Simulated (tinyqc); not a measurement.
Fully depleted semiconductor-on-insulator film with two gates, non-linear Poisson equation by Newton steps: one step of the calculation.

One dimension across the film, front interface at x = 0, back interface at x = ts. psi is counted from the intrinsic level, n = ni exp(psi/Vt) (source grounded), holes neglected, acceptors ionised. Gates act through Cox = eps0 eox/tox and Cbox = 3.9 eps0/tb with potentials G1 = Vg - (phiM - chi - Vt ln(Nc/ni)) and G2 = Vb - (phiB - chi - Vt ln(Nc/ni)). Classical Boltzmann densities, no interface charge, no depletion in the back plane.

Problem. Newton step. Solve a d_(i-1) + b_i d_i + a d_(i+1) = -F_i for all nodes. Half of the step is added while the largest |d| exceeds 1.5 Vt, the full step after that.

Values chosen for this exercise:
```
symbol  value  unit      meaning
T         250     K  temperature
```

Constants: q = 1.602176634e-19 C, kB = 1.380649e-23 J/K, Vt = kB T/q. Results are converted to the units shown.

a = 8.3229365 uF/cm^2

```
node	diagonal b (F/cm^2)	residual F (C/cm^2)	psi at the start (V)
0	-1.2076343e-5	1.0600345e-6	0.08
1	-1.6645874e-5	-2.3552300e-9	0.08
2	-1.6645874e-5	-2.3552300e-9	0.08
3	-1.6645874e-5	-2.3552300e-9	0.08
4	-1.6645874e-5	-2.3552300e-9	0.08
5	-1.6645874e-5	-2.3552300e-9	0.08
6	-1.6645874e-5	-2.3552300e-9	0.08
7	-1.6645874e-5	-2.3552300e-9	0.08
8	-8.4138092e-6	-2.3647234e-8	0.08
```

Find: Newton step d, before damping; psi after iteration 1.

Solution.

```
node	Newton step d, before damping (V)	psi after iteration 1 (V)
0	0.2665	0.2132
1	0.2593	0.2096
2	0.2524	0.2062
3	0.2458	0.2029
4	0.2394	0.1997
5	0.2334	0.1967
6	0.2276	0.1938
7	0.2221	0.1910
8	0.2169	0.1884
```

Program tinyqc, `OMP_NUM_THREADS=1 python tinyqc.py 2190119 2190120 out.jsonl`; Intel Xeon 2.30GHz, shared host, one thread, about 0.7 s.
